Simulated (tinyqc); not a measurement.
Worked calculation: inversion-layer mobility, back-scattering and ballistic limit of a field-effect transistor. Computed by tinyqc, a small Python program that keeps every step. Command: `OMP_NUM_THREADS=1 python tinyqc.py 3003595 3003596 out.jsonl mos walk`. One thread of a shared host (Intel(R) Xeon(R) Processor @ 2.30GHz), about 0.01 s of CPU time with the checks. Intermediate numbers are printed to about 6 digits and carried at full precision; extremes and crossings named in words are read from the listed rows.

The charge at the top of the source barrier is fixed by the gate; series resistance and short-channel effects are left out. F_j are Fermi integrals normalised to exp(eta) in the classical limit.

Inputs (values chosen for the exercise, modelled on a strained silicon n-channel):
```
quantity                                       value        unit
transport mass m                                0.19         m_0
valley degeneracy g_v                              2           -
weight w of the inversion charge                 0.5           -
permittivity eps                                11.7           -
phonon mobility at 1 MV/cm and 300 K, mu_ph      580  cm^2/(V s)
roughness mobility at 1 MV/cm, mu_sr            2100  cm^2/(V s)
Coulomb mobility at N_inv = 1e12/cm^2, mu_C      910  cm^2/(V s)
electrical oxide thickness t_inv                 4.8          nm
depletion charge N_dep                       2.3e+11      1/cm^2
gate overdrive V_G - V_T                         0.2           V
drain voltage V_D                                  1           V
channel length L                                 760          nm
exponent a of the critical length               0.61           -
temperature T                                    300           K
```

Statistics at the top of the barrier: Fermi-Dirac.

Constants: eps_0 = 8.8541878128e-12 F/m; e = 1.602176634e-19 C; m_0 = 9.1093837015e-31 kg; k_B = 1.380649e-23 J/K; hbar = 1.054571817e-34 J s; k_B = 8.617333262e-05 eV/K.

## Charge and field

N_inv = 3.9 eps_0 (V_G - V_T)/(e t_inv); effective field E_eff = e (N_dep + w N_inv)/(eps eps_0).

inversion density N_inv = 8.98032e+11 1/cm^2

effective field E_eff = 0.105016 MV/cm

## Effective mobility

mu_phonon = mu_ph (E_eff/1 MV/cm)^(-0.3) (T/300 K)^(-1.75); mu_rough = mu_sr (E_eff/1 MV/cm)^(-2); mu_Coulomb = mu_C (N_inv/1e12 cm^-2) (T/300 K); Matthiessen's rule adds 1/mu.

phonon part = 1140.38 cm^2/(V s)

roughness part = 190418 cm^2/(V s)

Coulomb part = 817.209 cm^2/(V s)

effective mobility mu = 474.873 cm^2/(V s)

The Coulomb part is the lowest and holds 58 % of 1/mu.

## Ballistic limit

F_j(eta) = (1/Gamma(j + 1)) int_0^infinity x^j/(1 + exp(x - eta)) dx, F_0 = ln(1 + exp(eta)). Integrals over x = E/(k_B T) use 160 Gauss-Legendre points in u = sqrt(x) from 0 to sqrt(max(eta, 0) + 32). Ballistic channel: N_2D = g_v m k_B T/(pi hbar^2), U = e V_D/(k_B T); eta_F solves N_inv = (N_2D/2)[F_0(eta_F) + F_0(eta_F - U)]; v_T = sqrt(2 k_B T/(pi m)); I/W = e (N_2D/2) v_T [F_1/2(eta_F) - F_1/2(eta_F - U)]; injection velocity v_T F_1/2(eta_F)/F_0(eta_F).

N_2D = 4.10369e+12 1/cm^2

eta_F = -0.599486

thermal velocity v_T = 1.23430 1e7 cm/s

injection velocity = 1.31463 1e7 cm/s

ballistic current I/W = 189.150 microampere/micrometre

Degeneracy raises the injection velocity by a factor 1.07.

## Back-scattering

Mean free path lambda = (2 k_B T/e)(mu/v_T) F_0(eta_0)/F_-1/2(eta_0), with eta_0 from N_inv = N_2D F_0(eta_0); critical length l = L (1 + U)^(-a), an empirical rule; back-scattering r = l/(l + lambda). Then eta solves N_inv = (N_2D/2)[(1 + r) F_0(eta) + (1 - r) F_0(eta - U)] and I/W = e (N_2D/2) v_T (1 - r)[F_1/2(eta) - F_1/2(eta - U)]. Ballistic ratio: I over the ballistic current. Apparent mobility 1/(1/mu + 1/mu_B), mu_B = mu L/lambda.

eta_0 = -1.40803

mean free path lambda = 20.7990 nm

critical length l = 80.4773 nm

back-scattering coefficient r = 0.794631

current I/W = 21.0551 microampere/micrometre

ballistic ratio = 0.111314

apparent low-field mobility = 462.223 cm^2/(V s)

L/lambda = 36.54, but at this drain voltage only the first 80.5 nm can return a carrier to the source, so the device works at 11 % of its ballistic limit. Caution: the current exceeds the long-channel drift law, so the empirical rule for l, meant for short channels, is too generous here.

## Channel length

The last column is the long-channel law e N_inv mu V/L with V = V_D - V_D^2/(2 V_ov) below pinch-off and V_ov/2 above, V_ov = V_G - V_T.

Currents (microampere/micrometre):
```
L (nm)         r      I/W  ballistic ratio  long-channel law
5       0.024824  179.717         0.950127           1366.50
10      0.048445  171.179         0.904990            683.25
20      0.092413  156.325         0.826459            341.62
40      0.169191  133.204         0.704224            170.81
80      0.289416  102.793         0.543448             85.41
160     0.448910   70.567         0.373075             42.70
400     0.670670   36.364         0.192247             17.08
1000    0.835828   16.441         0.086919              6.83
```

The current scales as L^-0.87 at the long end and as L^-0.07 at the short end, where it reaches 95 % of the ballistic 189. The long-channel law passes the ballistic limit between 20.0 and 40.0 nm and has no meaning below. At 1000 nm the model gives 2.41 times the long-channel law; the rule for l is a fit for short devices and fails wherever the model exceeds that law. Raising mu by 10 % at 20 nm raises I by 1.6 %.

## The mobility curve

The formulas are those given above.

Mobilities (cm^2/(V s)):
```
V_G - V_T (V)  N_inv (1/cm^2)  E_eff (MV/cm)   phonon  roughness  Coulomb    total
0.03              1.34705e+11       0.045988  1460.94     992944   122.58  113.079
0.06              2.69410e+11       0.056405  1374.15     660062   245.16  207.980
0.12              5.38819e+11       0.077238  1250.48     352009   490.33  351.866
0.20              8.98032e+11       0.105016  1140.38     190418   817.21  474.873
0.35              1.57156e+12       0.157099  1010.59      85088  1430.12  588.057
0.50              2.24508e+12       0.209183   927.41      47992  2043.02  629.492
0.75              3.36762e+12       0.295988   835.69      23970  3064.53  639.122
1.00              4.49016e+12       0.382794   773.64      14331  4086.04  622.237
1.50              6.73524e+12       0.556405   691.53       6783  6129.07  569.266
```

The lowest part is Coulomb from 0.0300 to 0.200, phonon from 0.350 to 1.50 V. The total peaks at 639 near E_eff = 0.30 MV/cm: screening lifts it at low density and the field presses it down at high density.

Checks made by the program: long channel and small V_D against the drift formula e N mu V_D/L (relative difference 7e-05).
